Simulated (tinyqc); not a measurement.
# Delay unit and parasitic delay from two ring oscillators

Problem. A ring of 51 inverters oscillates at 1/(2 x 51 d), with stage delay d = tau (h + p) for fan-out h. Find tau, p and the delay at fan-out 4.

frequencies of 51-stage ring oscillators with fan-out 2 and 4 (GHz): [0.90764445, 0.59412305]

Answer. d is a straight line in h with slope tau and intercept tau p.

tau = 2.850 ps
p = 1.790
delay at fan-out 4 = 16.50 ps

Numbers from tinyqc (`OMP_NUM_THREADS=1 python tinyqc.py 2082182 2082183 out.jsonl`; about 0.01 s on one thread of a shared Intel Xeon 2.30GHz).
